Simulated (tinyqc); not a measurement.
UHF in the 6-31g basis, for H3-, spin multiplicity 1, step by step (part 1 of 2). The basis has no diffuse functions, so it cannot describe the extra electron: this is an exercise in the method, not the real anion. Computed by tinyqc, a small Python program that keeps every step (integrals from PySCF). Settings: charge = -1, multiplicity = 1, basis = 6-31g, energy threshold = 1e-08, iteration cap = 66, orthogonalisation = symmetric, start = Wolfsberg-Helmholz matrix, DIIS depth = 8, DIIS from iteration = 2, method = UHF, break = 0.7. Command: `OMP_NUM_THREADS=1 python tinyqc.py 29115 29116 out.jsonl` (the two numbers bound the seeds that draw the settings). One thread of a shared host (Intel(R) Xeon(R) Processor @ 2.60GHz), about 0.09 s of CPU time with the checks. Later iterations appear only in the table of the cycle.

## One-electron integrals

Geometry (angstrom):
```
atom       x       y        z
H     0.0000  0.0000   0.0000
H     0.0000  0.0000   1.2880
H     0.0000  0.0000  -1.2880
```

Basis 6-31g: exponents (1/bohr^2) and contraction coefficients of normalised primitives:
```
element  l (shell)  exponent  coefficient
H            s (1)   18.7311       0.0335
H            s (1)    2.8254       0.2347
H            s (1)    0.6401       0.8138
H            s (2)    0.1613       1.0000
```

Overlap, kinetic and nuclear-attraction integrals over the contracted functions; the nuclear repulsion is the sum of Za Zb / Rab.

nuclear repulsion = 1.027130 hartree

overlap S:
```
        1H 1s   1H 2s   2H 1s   2H 2s   3H 1s   3H 2s
1H 1s  1.0000  0.6583  0.1116  0.3023  0.1116  0.3023
1H 2s  0.6583  1.0000  0.3023  0.6202  0.3023  0.6202
2H 1s  0.1116  0.3023  1.0000  0.6583  0.0003  0.0296
2H 2s  0.3023  0.6202  0.6583  1.0000  0.0296  0.1479
3H 1s  0.1116  0.3023  0.0003  0.0296  1.0000  0.6583
3H 2s  0.3023  0.6202  0.0296  0.1479  0.6583  1.0000
```

kinetic energy T (hartree):
```
         1H 1s   1H 2s    2H 1s    2H 2s    3H 1s    3H 2s
1H 1s   1.3957  0.2597  -0.0460   0.0571  -0.0460   0.0571
1H 2s   0.2597  0.2419   0.0571   0.1023   0.0571   0.1023
2H 1s  -0.0460  0.0571   1.3957   0.2597  -0.0013  -0.0123
2H 2s   0.0571  0.1023   0.2597   0.2419  -0.0123  -0.0098
3H 1s  -0.0460  0.0571  -0.0013  -0.0123   1.3957   0.2597
3H 2s   0.0571  0.1023  -0.0123  -0.0098   0.2597   0.2419
```

nuclear attraction V (hartree):
```
         1H 1s    1H 2s    2H 1s    2H 2s    3H 1s    3H 2s
1H 1s  -2.4749  -1.2822  -0.2134  -0.5749  -0.2134  -0.5749
1H 2s  -1.2822  -1.4210  -0.5386  -0.8539  -0.5386  -0.8539
2H 1s  -0.2134  -0.5386  -2.2695  -1.1475  -0.0007  -0.0521
2H 2s  -0.5749  -0.8539  -1.1475  -1.2363  -0.0521  -0.2102
3H 1s  -0.2134  -0.5386  -0.0007  -0.0521  -2.2695  -1.1475
3H 2s  -0.5749  -0.8539  -0.0521  -0.2102  -1.1475  -1.2363
```

core Hamiltonian H = T + V (hartree):
```
         1H 1s    1H 2s    2H 1s    2H 2s    3H 1s    3H 2s
1H 1s  -1.0792  -1.0225  -0.2594  -0.5177  -0.2594  -0.5177
1H 2s  -1.0225  -1.1791  -0.4814  -0.7516  -0.4814  -0.7516
2H 1s  -0.2594  -0.4814  -0.8738  -0.8878  -0.0020  -0.0644
2H 2s  -0.5177  -0.7516  -0.8878  -0.9944  -0.0644  -0.2200
3H 1s  -0.2594  -0.4814  -0.0020  -0.0644  -0.8738  -0.8878
3H 2s  -0.5177  -0.7516  -0.0644  -0.2200  -0.8878  -0.9944
```

## Two-electron integrals

Functions are numbered as in S; the eight-fold symmetry (ij|kl) = (ji|kl) = (kl|ij) leaves the list below.

Two-electron integrals (ij|kl) in chemists' order, unique and non-zero (hartree):
```
(11|11) 1.0766     (21|11) 0.5785     (21|21) 0.3294     (22|11) 0.5874
(22|21) 0.3613     (22|22) 0.4532     (31|11) 0.0801     (31|21) 0.0480
(31|22) 0.0568     (31|31) 0.0113     (32|11) 0.1469     (32|21) 0.0937
(32|22) 0.1258     (32|31) 0.0249     (32|32) 0.0685     (33|11) 0.4097
(33|21) 0.2675     (33|22) 0.3806     (33|31) 0.0801     (33|32) 0.2541
(33|33) 1.0766     (41|11) 0.2541     (41|21) 0.1462     (41|22) 0.1630
(41|31) 0.0249     (41|32) 0.0502     (41|33) 0.1469     (41|41) 0.0685
(42|11) 0.3208     (42|21) 0.2004     (42|22) 0.2602     (42|31) 0.0397
(42|32) 0.0980     (42|33) 0.3208     (42|41) 0.0980     (42|42) 0.1743
(43|11) 0.2675     (43|21) 0.1737     (43|22) 0.2448     (43|31) 0.0480
(43|32) 0.1462     (43|33) 0.5785     (43|41) 0.0937     (43|42) 0.2004
(43|43) 0.3294     (44|11) 0.3806     (44|21) 0.2448     (44|22) 0.3423
(44|31) 0.0568     (44|32) 0.1630     (44|33) 0.5874     (44|41) 0.1258
(44|42) 0.2602     (44|43) 0.3613     (44|44) 0.4532     (51|11) 0.0801
(51|21) 0.0480     (51|22) 0.0568     (51|31) 0.0052     (51|32) 0.0106
(51|33) 0.0307     (51|41) 0.0187     (51|42) 0.0263     (51|43) 0.0202
(51|44) 0.0304     (51|51) 0.0113     (52|11) 0.1469     (52|21) 0.0937
(52|22) 0.1258     (52|31) 0.0106     (52|32) 0.0231     (52|33) 0.0685
(52|41) 0.0367     (52|42) 0.0570     (52|43) 0.0451     (52|44) 0.0683
(52|51) 0.0249     (52|52) 0.0685     (53|11) 3.28e-04   (53|21) 1.83e-04
(53|22) 1.93e-04   (53|31) 2.61e-05   (53|32) 4.92e-05   (53|33) 1.38e-04
(53|41) 8.08e-05   (53|42) 1.06e-04   (53|43) 9.01e-05   (53|44) 1.28e-04
(53|51) 2.61e-05   (53|52) 4.92e-05   (53|53) 1.03e-07   (54|11) 0.0174
(54|21) 0.0108     (54|22) 0.0137     (54|31) 0.0012     (54|32) 0.0026
(54|33) 0.0075     (54|41) 0.0043     (54|42) 0.0063     (54|43) 0.0050
(54|44) 0.0075     (54|51) 0.0026     (54|52) 0.0064     (54|53) 5.76e-06
(54|54) 0.0006     (55|11) 0.4097     (55|21) 0.2675     (55|22) 0.3806
(55|31) 0.0307     (55|32) 0.0685     (55|33) 0.2054     (55|41) 0.1046
(55|42) 0.1686     (55|43) 0.1352     (55|44) 0.2053     (55|51) 0.0801
(55|52) 0.2541     (55|53) 1.38e-04   (55|54) 0.0219     (55|55) 1.0766
(61|11) 0.2541     (61|21) 0.1462     (61|22) 0.1630     (61|31) 0.0187
(61|32) 0.0367     (61|33) 0.1046     (61|41) 0.0617     (61|42) 0.0841
(61|43) 0.0685     (61|44) 0.0998     (61|51) 0.0249     (61|52) 0.0502
(61|53) 8.08e-05   (61|54) 0.0056     (61|55) 0.1469     (61|61) 0.0685
(62|11) 0.3208     (62|21) 0.2004     (62|22) 0.2602     (62|31) 0.0263
(62|32) 0.0570     (62|33) 0.1686     (62|41) 0.0841     (62|42) 0.1317
(62|43) 0.1104     (62|44) 0.1634     (62|51) 0.0397     (62|52) 0.0980
(62|53) 1.06e-04   (62|54) 0.0099     (62|55) 0.3208     (62|61) 0.0980
(62|62) 0.1743     (63|11) 0.0174     (63|21) 0.0108     (63|22) 0.0137
(63|31) 0.0026     (63|32) 0.0064     (63|33) 0.0219     (63|41) 0.0056
(63|42) 0.0099     (63|43) 0.0129     (63|44) 0.0151     (63|51) 0.0012
(63|52) 0.0026     (63|53) 5.76e-06   (63|54) 2.90e-04   (63|55) 0.0075
(63|61) 0.0043     (63|62) 0.0063     (63|63) 0.0006     (64|11) 0.0869
(64|21) 0.0535     (64|22) 0.0670     (64|31) 0.0084     (64|32) 0.0186
(64|33) 0.0563     (64|41) 0.0241     (64|42) 0.0385     (64|43) 0.0362
(64|44) 0.0506     (64|51) 0.0084     (64|52) 0.0186     (64|53) 2.86e-05
(64|54) 0.0020     (64|55) 0.0563     (64|61) 0.0241     (64|62) 0.0385
(64|63) 0.0020     (64|64) 0.0099     (65|11) 0.2675     (65|21) 0.1737
(65|22) 0.2448     (65|31) 0.0202     (65|32) 0.0451     (65|33) 0.1352
(65|41) 0.0685     (65|42) 0.1104     (65|43) 0.0890     (65|44) 0.1351
(65|51) 0.0480     (65|52) 0.1462     (65|53) 9.01e-05   (65|54) 0.0129
(65|55) 0.5785     (65|61) 0.0937     (65|62) 0.2004     (65|63) 0.0050
(65|64) 0.0362     (65|65) 0.3294     (66|11) 0.3806     (66|21) 0.2448
(66|22) 0.3423     (66|31) 0.0304     (66|32) 0.0683     (66|33) 0.2053
(66|41) 0.0998     (66|42) 0.1634     (66|43) 0.1351     (66|44) 0.2043
(66|51) 0.0568     (66|52) 0.1630     (66|53) 1.28e-04   (66|54) 0.0151
(66|55) 0.5874     (66|61) 0.1258     (66|62) 0.2602     (66|63) 0.0075
(66|64) 0.0506     (66|65) 0.3613     (66|66) 0.4532
```

## Orthogonalisation

S = U s U^T; symmetric (Loewdin) form X = U s^(-1/2) U^T, so that X^T S X = 1.

eigenvalues of S: 0.1101  0.2928  0.3866  0.9251  1.5589  2.7265

X:
```
         1H 1s    1H 2s    2H 1s    2H 2s    3H 1s    3H 2s
1H 1s   1.2743  -0.5829   0.0159   0.0585   0.0159   0.0585
1H 2s  -0.5829   1.9949   0.0208  -0.6564   0.0208  -0.6564
2H 1s   0.0159   0.0208   1.2547  -0.5023  -0.0087   0.0176
2H 2s   0.0585  -0.6564  -0.5023   1.5685   0.0176   0.1830
3H 1s   0.0159   0.0208  -0.0087   0.0176   1.2547  -0.5023
3H 2s   0.0585  -0.6564   0.0176   0.1830  -0.5023   1.5685
```

## Starting guess

The start is the generalised Wolfsberg-Helmholz matrix (K = 1.75) built on H, with HOMO and LUMO mixed by +/-0.7 rad for the two spins; D(s) = C_occ C_occ^T for each spin.

D(alpha) at the start:
```
         1H 1s    1H 2s   2H 1s    2H 2s    3H 1s    3H 2s
1H 1s   0.3087   0.1800  0.0203   0.1422  -0.2532  -0.1500
1H 2s   0.1800   0.2123  0.0289   0.1105  -0.0216   0.0566
2H 1s   0.0203   0.0289  0.0041   0.0138   0.0034   0.0130
2H 2s   0.1422   0.1105  0.0138   0.0726  -0.0843  -0.0321
3H 1s  -0.2532  -0.0216  0.0034  -0.0843   0.3556   0.2920
3H 2s  -0.1500   0.0566  0.0130  -0.0321   0.2920   0.2659
```

D(beta) at the start:
```
         1H 1s    1H 2s    2H 1s    2H 2s   3H 1s    3H 2s
1H 1s   0.3087   0.1800  -0.2532  -0.1500  0.0203   0.1422
1H 2s   0.1800   0.2123  -0.0216   0.0566  0.0289   0.1105
2H 1s  -0.2532  -0.0216   0.3556   0.2920  0.0034  -0.0843
2H 2s  -0.1500   0.0566   0.2920   0.2659  0.0130  -0.0321
3H 1s   0.0203   0.0289   0.0034   0.0130  0.0041   0.0138
3H 2s   0.1422   0.1105  -0.0843  -0.0321  0.0138   0.0726
```

## Iteration 1: building the Fock matrix

J_ij = sum D_kl (ij|kl) with D = D(alpha) + D(beta), K_ij = sum D_kl (ik|jl) for each spin; F = H + J - K(s); E = tr D H + tr D J / 2 - 0.5 sum_s tr D(s) K(s) + E_nn.

Coulomb J (hartree):
```
        1H 1s   1H 2s   2H 1s   2H 2s   3H 1s   3H 2s
1H 1s  2.3301  1.3958  0.2318  0.6326  0.2318  0.6326
1H 2s  1.3958  1.7272  0.5544  1.0259  0.5544  1.0259
2H 1s  0.2318  0.5544  1.8743  1.1400  0.0008  0.0567
2H 2s  0.6326  1.0259  1.1400  1.4589  0.0567  0.2555
3H 1s  0.2318  0.5544  0.0008  0.0567  1.8743  1.1400
3H 2s  0.6326  1.0259  0.0567  0.2555  1.1400  1.4589
```

exchange K(alpha) (hartree):
```
        1H 1s   1H 2s   2H 1s   2H 2s   3H 1s   3H 2s
1H 1s  0.6547  0.4929  0.1674  0.3114  0.0460  0.2030
1H 2s  0.4929  0.4971  0.1703  0.2975  0.2489  0.3382
2H 1s  0.1674  0.1703  0.1350  0.1635  0.0037  0.0530
2H 2s  0.3114  0.2975  0.1635  0.2415  0.0271  0.1148
3H 1s  0.0460  0.2489  0.0037  0.0271  0.7835  0.5507
3H 2s  0.2030  0.3382  0.0530  0.1148  0.5507  0.4852
```

exchange K(beta) (hartree):
```
        1H 1s   1H 2s   2H 1s   2H 2s   3H 1s   3H 2s
1H 1s  0.6547  0.4929  0.0460  0.2030  0.1674  0.3114
1H 2s  0.4929  0.4971  0.2489  0.3382  0.1703  0.2975
2H 1s  0.0460  0.2489  0.7835  0.5507  0.0037  0.0271
2H 2s  0.2030  0.3382  0.5507  0.4852  0.0530  0.1148
3H 1s  0.1674  0.1703  0.0037  0.0530  0.1350  0.1635
3H 2s  0.3114  0.2975  0.0271  0.1148  0.1635  0.2415
```

F(alpha) (hartree):
```
         1H 1s    1H 2s    2H 1s    2H 2s    3H 1s    3H 2s
1H 1s   0.5962  -0.1196  -0.1950  -0.1966  -0.0736  -0.0881
1H 2s  -0.1196   0.0510  -0.0973  -0.0232  -0.1759  -0.0639
2H 1s  -0.1950  -0.0973   0.8655   0.0887  -0.0050  -0.0607
2H 2s  -0.1966  -0.0232   0.0887   0.2229  -0.0348  -0.0793
3H 1s  -0.0736  -0.1759  -0.0050  -0.0348   0.2170  -0.2985
3H 2s  -0.0881  -0.0639  -0.0607  -0.0793  -0.2985  -0.0207
```

F(beta) (hartree):
```
         1H 1s    1H 2s    2H 1s    2H 2s    3H 1s    3H 2s
1H 1s   0.5962  -0.1196  -0.0736  -0.0881  -0.1950  -0.1966
1H 2s  -0.1196   0.0510  -0.1759  -0.0639  -0.0973  -0.0232
2H 1s  -0.0736  -0.1759   0.2170  -0.2985  -0.0050  -0.0348
2H 2s  -0.0881  -0.0639  -0.2985  -0.0207  -0.0607  -0.0793
3H 1s  -0.1950  -0.0973  -0.0050  -0.0607   0.8655   0.0887
3H 2s  -0.1966  -0.0232  -0.0348  -0.0793   0.0887   0.2229
```

total energy of this density = -1.154162 hartree

## Iteration 1: diagonalisation and new density

Diagonalise F' = X^T F X, C = X C', fill 2 alpha and 2 beta electrons from the bottom; D(s) = C_occ C_occ^T. Each column has its largest component positive (the first on a tie).

F' = X^T F X (alpha) (hartree):
```
         1        2        3        4        5        6
1   1.1207  -0.6509  -0.0997  -0.1115   0.0406  -0.0039
2  -0.6509   0.7054  -0.0904  -0.1732  -0.0989  -0.1615
3  -0.0997  -0.0904   1.2965  -0.4707   0.0038   0.0246
4  -0.1115  -0.1732  -0.4707   0.5979   0.0484  -0.0374
5   0.0406  -0.0989   0.0038   0.0484   0.7028  -0.6651
6  -0.0039  -0.1615   0.0246  -0.0374  -0.6651   0.4802
```

orbital energies (alpha) (hartree): MO1 -0.1570, MO2 0.0906, MO3 0.5601, MO4 1.2635, MO5 1.5290, MO6 1.6173

coefficients C (alpha):
```
          MO1      MO2      MO3      MO4      MO5      MO6
1H 1s  0.0916   0.2500   0.1453   0.0390   0.4683  -1.2877
1H 2s  0.1064   0.6057   1.2884  -0.5151  -0.3975   1.6494
2H 1s  0.0336   0.1072  -0.0465  -0.1819   1.2496   0.4673
2H 2s  0.1138   0.3346  -1.2500   0.2361  -0.8833  -0.8107
3H 1s  0.3659  -0.2280  -0.0344  -1.2650  -0.1623  -0.1190
3H 2s  0.5862  -0.5191  -0.5821   1.4039   0.3187  -0.3949
```

F' = X^T F X (beta) (hartree):
```
         1        2        3        4        5        6
1   1.1207  -0.6509   0.0406  -0.0039  -0.0997  -0.1115
2  -0.6509   0.7054  -0.0989  -0.1615  -0.0904  -0.1732
3   0.0406  -0.0989   0.7028  -0.6651   0.0038   0.0484
4  -0.0039  -0.1615  -0.6651   0.4802   0.0246  -0.0374
5  -0.0997  -0.0904   0.0038   0.0246   1.2965  -0.4707
6  -0.1115  -0.1732   0.0484  -0.0374  -0.4707   0.5979
```

orbital energies (beta) (hartree): MO1 -0.1570, MO2 0.0906, MO3 0.5601, MO4 1.2635, MO5 1.5290, MO6 1.6173

coefficients C (beta):
```
          MO1      MO2      MO3      MO4      MO5      MO6
1H 1s  0.0916   0.2500   0.1453   0.0390   0.4683  -1.2877
1H 2s  0.1064   0.6057   1.2884  -0.5151  -0.3975   1.6494
2H 1s  0.3659  -0.2280  -0.0344  -1.2650  -0.1623  -0.1190
2H 2s  0.5862  -0.5191  -0.5821   1.4039   0.3187  -0.3949
3H 1s  0.0336   0.1072  -0.0465  -0.1819   1.2496   0.4673
3H 2s  0.1138   0.3346  -1.2500   0.2361  -0.8833  -0.8107
```

D(alpha) after iteration 1:
```
         1H 1s    1H 2s    2H 1s    2H 2s    3H 1s    3H 2s
1H 1s   0.0709   0.1612   0.0299   0.0941  -0.0235  -0.0761
1H 2s   0.1612   0.3782   0.0685   0.2148  -0.0992  -0.2521
2H 1s   0.0299   0.0685   0.0126   0.0397  -0.0121  -0.0359
2H 2s   0.0941   0.2148   0.0397   0.1249  -0.0347  -0.1070
3H 1s  -0.0235  -0.0992  -0.0121  -0.0347   0.1859   0.3328
3H 2s  -0.0761  -0.2521  -0.0359  -0.1070   0.3328   0.6131
```

D(beta) after iteration 1:
```
         1H 1s    1H 2s    2H 1s    2H 2s    3H 1s    3H 2s
1H 1s   0.0709   0.1612  -0.0235  -0.0761   0.0299   0.0941
1H 2s   0.1612   0.3782  -0.0992  -0.2521   0.0685   0.2148
2H 1s  -0.0235  -0.0992   0.1859   0.3328  -0.0121  -0.0347
2H 2s  -0.0761  -0.2521   0.3328   0.6131  -0.0359  -0.1070
3H 1s   0.0299   0.0685  -0.0121  -0.0359   0.0126   0.0397
3H 2s   0.0941   0.2148  -0.0347  -0.1070   0.0397   0.1249
```

## Iteration 2: building the Fock matrix

As before.

Coulomb J (hartree):
```
        1H 1s   1H 2s   2H 1s   2H 2s   3H 1s   3H 2s
1H 1s  2.0053  1.2386  0.2130  0.5655  0.2130  0.5655
1H 2s  1.2386  1.6066  0.5309  0.9691  0.5309  0.9691
2H 1s  0.2130  0.5309  1.8157  1.1087  0.0007  0.0532
2H 2s  0.5655  0.9691  1.1087  1.4217  0.0532  0.2377
3H 1s  0.2130  0.5309  0.0007  0.0532  1.8157  1.1087
3H 2s  0.5655  0.9691  0.0532  0.2377  1.1087  1.4217
```

exchange K(alpha) (hartree):
```
        1H 1s   1H 2s    2H 1s   2H 2s    3H 1s   3H 2s
1H 1s  0.4391  0.4050   0.1755  0.2825   0.0945  0.1899
1H 2s  0.4050  0.4710   0.2152  0.3257   0.2468  0.3180
2H 1s  0.1755  0.2152   0.2392  0.2567  -0.0058  0.0438
2H 2s  0.2825  0.3257   0.2567  0.3292   0.0216  0.0982
3H 1s  0.0945  0.2468  -0.0058  0.0216   0.6858  0.5334
3H 2s  0.1899  0.3180   0.0438  0.0982   0.5334  0.4971
```

exchange K(beta) (hartree):
```
        1H 1s   1H 2s    2H 1s   2H 2s    3H 1s   3H 2s
1H 1s  0.4391  0.4050   0.0945  0.1899   0.1755  0.2825
1H 2s  0.4050  0.4710   0.2468  0.3180   0.2152  0.3257
2H 1s  0.0945  0.2468   0.6858  0.5334  -0.0058  0.0216
2H 2s  0.1899  0.3180   0.5334  0.4971   0.0438  0.0982
3H 1s  0.1755  0.2152  -0.0058  0.0438   0.2392  0.2567
3H 2s  0.2825  0.3257   0.0216  0.0982   0.2567  0.3292
```

F(alpha) (hartree):
```
         1H 1s    1H 2s    2H 1s    2H 2s    3H 1s    3H 2s
1H 1s   0.4870  -0.1889  -0.2218  -0.2348  -0.1409  -0.1422
1H 2s  -0.1889  -0.0435  -0.1658  -0.1082  -0.1973  -0.1005
2H 1s  -0.2218  -0.1658   0.7026  -0.0357   0.0045  -0.0549
2H 2s  -0.2348  -0.1082  -0.0357   0.0981  -0.0327  -0.0805
3H 1s  -0.1409  -0.1973   0.0045  -0.0327   0.2561  -0.3124
3H 2s  -0.1422  -0.1005  -0.0549  -0.0805  -0.3124  -0.0698
```

F(beta) (hartree):
```
         1H 1s    1H 2s    2H 1s    2H 2s    3H 1s    3H 2s
1H 1s   0.4870  -0.1889  -0.1409  -0.1422  -0.2218  -0.2348
1H 2s  -0.1889  -0.0435  -0.1973  -0.1005  -0.1658  -0.1082
2H 1s  -0.1409  -0.1973   0.2561  -0.3124   0.0045  -0.0327
2H 2s  -0.1422  -0.1005  -0.3124  -0.0698  -0.0549  -0.0805
3H 1s  -0.2218  -0.1658   0.0045  -0.0549   0.7026  -0.0357
3H 2s  -0.2348  -0.1082  -0.0327  -0.0805  -0.0357   0.0981
```

total energy of this density = -1.486841 hartree

## Iteration 2: diagonalisation and new density

As before.

F' = X^T F X (alpha) (hartree):
```
         1        2        3        4        5        6
1   1.0057  -0.6355  -0.1028  -0.1122  -0.0285  -0.0269
2  -0.6355   0.6236  -0.1167  -0.2115  -0.0904  -0.1458
3  -0.1028  -0.1167   1.1631  -0.5180   0.0104   0.0383
4  -0.1122  -0.2115  -0.5180   0.5389   0.0512  -0.0153
5  -0.0285  -0.0904   0.0104   0.0512   0.7672  -0.6793
6  -0.0269  -0.1458   0.0383  -0.0153  -0.6793   0.4260
```

orbital energies (alpha) (hartree): MO1 -0.2120, MO2 -0.0114, MO3 0.5111, MO4 1.2874, MO5 1.4492, MO6 1.5001

coefficients C (alpha):
```
          MO1      MO2      MO3      MO4      MO5      MO6
1H 1s  0.1762  -0.1728   0.1857  -0.1202   0.7480  -1.1409
1H 2s  0.2122  -0.5401   1.2941  -0.2769  -0.8029   1.5650
2H 1s  0.0679  -0.1409  -0.0882  -0.3022   1.0683   0.7502
2H 2s  0.1599  -0.3535  -1.1748   0.2847  -0.6640  -1.0620
3H 1s  0.2916   0.2338  -0.0362  -1.2545  -0.3270  -0.0781
3H 2s  0.4836   0.6632  -0.6580   1.2665   0.5752  -0.3729
```

F' = X^T F X (beta) (hartree):
```
         1        2        3        4        5        6
1   1.0057  -0.6355  -0.0285  -0.0269  -0.1028  -0.1122
2  -0.6355   0.6236  -0.0904  -0.1458  -0.1167  -0.2115
3  -0.0285  -0.0904   0.7672  -0.6793   0.0104   0.0512
4  -0.0269  -0.1458  -0.6793   0.4260   0.0383  -0.0153
5  -0.1028  -0.1167   0.0104   0.0383   1.1631  -0.5180
6  -0.1122  -0.2115   0.0512  -0.0153  -0.5180   0.5389
```

orbital energies (beta) (hartree): MO1 -0.2120, MO2 -0.0114, MO3 0.5111, MO4 1.2874, MO5 1.4492, MO6 1.5001

coefficients C (beta):
```
          MO1      MO2      MO3      MO4      MO5      MO6
1H 1s  0.1762  -0.1728   0.1857  -0.1202   0.7480  -1.1409
1H 2s  0.2122  -0.5401   1.2941  -0.2769  -0.8029   1.5650
2H 1s  0.2916   0.2338  -0.0362  -1.2545  -0.3270  -0.0781
2H 2s  0.4836   0.6632  -0.6580   1.2665   0.5752  -0.3729
3H 1s  0.0679  -0.1409  -0.0882  -0.3022   1.0683   0.7502
3H 2s  0.1599  -0.3535  -1.1748   0.2847  -0.6640  -1.0620
```

D(alpha) after iteration 2:
```
         1H 1s    1H 2s    2H 1s    2H 2s    3H 1s    3H 2s
1H 1s   0.0609   0.1308   0.0363   0.0893   0.0110  -0.0294
1H 2s   0.1308   0.3368   0.0905   0.2249  -0.0644  -0.2556
2H 1s   0.0363   0.0905   0.0245   0.0607  -0.0131  -0.0606
2H 2s   0.0893   0.2249   0.0607   0.1505  -0.0360  -0.1571
3H 1s   0.0110  -0.0644  -0.0131  -0.0360   0.1397   0.2961
3H 2s  -0.0294  -0.2556  -0.0606  -0.1571   0.2961   0.6736
```

D(beta) after iteration 2:
```
         1H 1s    1H 2s    2H 1s    2H 2s    3H 1s    3H 2s
1H 1s   0.0609   0.1308   0.0110  -0.0294   0.0363   0.0893
1H 2s   0.1308   0.3368  -0.0644  -0.2556   0.0905   0.2249
2H 1s   0.0110  -0.0644   0.1397   0.2961  -0.0131  -0.0360
2H 2s  -0.0294  -0.2556   0.2961   0.6736  -0.0606  -0.1571
3H 1s   0.0363   0.0905  -0.0131  -0.0606   0.0245   0.0607
3H 2s   0.0893   0.2249  -0.0360  -0.1571   0.0607   0.1505
```
